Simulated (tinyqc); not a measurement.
Worked calculation: pair of shallow donors (hydrogen-like orbitals). Values are carried at full precision from step to step, so a last printed digit may differ when a step is redone from the rounded ones.

Each donor has the orbital exp(-r/a); energy unit Ha* = q/(eps a), q = e^2/(4 pi eps0), so that a lone donor is bound by Ha*/2; x = R/a. One electron: S = (1 + x + x^2/3) exp(-x), j = 1/x - (1 + 1/x) exp(-2x), k = (1 + x) exp(-x); levels E(+/-) = -1/2 - (j +/- k)/(1 +/- S) in Ha*, without the repulsion of the ions, split by D = |E(-) - E(+)|. In six valleys the overlaps S and k are multiplied by v = [cos(K Rx) + cos(K Ry) + cos(K Rz)]/3, K = k0 (2 pi/a_lat), for isotropic envelopes and the symmetric valley state.

Constants: e^2/(4 pi eps0) = 14.39964547 eV angstrom; hbar = 6.58211957e-16 eV s.

Values chosen for the exercise (near those of two donors in Si; not measured data):
- a = 17.5 angstrom (orbital radius)
- eps = 11.2 (dielectric constant)
- n = (6, 6, 0) a_lat (separation vector)
- a_lat = 5.431 angstrom (lattice constant)
- k0 = 0.846 2 pi/a_lat (valley position)
- dV = 0.97 D (detuning between the donors, in units of D)

## Distance and integrals

Give Ha*, R, x, S, j, k and v.

Ha* = 73.468 meV
R = 46.08 angstrom
x = 2.6333

S, j, k: 0.42706  0.37262  0.26101

v = 0.9254

## One electron on two donors

Give both levels, the splitting D = |E(-) - E(+)| and the tunnelling frequency D/(2 pi hbar).

E(+), E(-) (meV): -69.074  -52.657

D = 16.42 meV
frequency = 3970 GHz

The second ion deepens the mean level by 24.13 meV, against Ha*/x = 27.90 meV for a point charge. Without the valley factor D would be 18.3 meV; v is positive, so the even combination lies lower.

## Detuning by a gate

Two-level picture for one electron: with detuning u = dV D the splitting is sqrt(D^2 + u^2) and the lower state has weight (1 + u/sqrt(D^2 + u^2))/2 on the lower donor; the field needed is u/(e R), 1 meV/angstrom = 100 kV/cm.

splitting = 22.87 meV
weight = 0.848
field = 34.6 kV/cm

## Two electrons and exchange

Two electrons, Heitler-London: with S' = (1 - x + x^2/3) exp(x), C = 1/x - exp(-2x)(1/x + 11/8 + 3x/4 + x^2/6), X = (1/5){exp(-2x)(25/8 - 23x/4 - 3x^2 - x^3/3) + (6/x)[S^2 (0.5772157 + ln x) + S'^2 Ei(-4x) - 2 S S' Ei(-2x)]}, Q = C - 2j + 1/x and A = X - 2 S k + S^2/x, the singlet and triplet lie at (Q +/- w A)/(1 +/- w S^2) from two lone donors, with the valley weight w = v^2; the exchange is J = triplet - singlet.

Give C, X, Q, A and J.

C, X, Q, A (Ha*): 0.3545  0.09128  -0.01097  -0.06239

J = 7.79e+03 micro-eV

A swap of the two spins takes pi hbar/J = 0.000265 ns (hbar = 6.58212e-16 eV s). Against the one-electron splitting D = 16.4 meV, J/D = 0.47: exchange needs both electrons to tunnel and falls as exp(-2x), D as exp(-x).

## Checks

- Heitler-London binding at x = 1.6425 against the known 0.1160 hartree: both 0.1160.
- Overlap S by quadrature in spheroidal coordinates against the formula: both 0.42706.

tinyqc: `OMP_NUM_THREADS=1 python tinyqc.py 1282726 1282727 out.jsonl`; about 0.01 s, one thread, shared Intel(R) Xeon(R) Processor @ 2.30GHz.
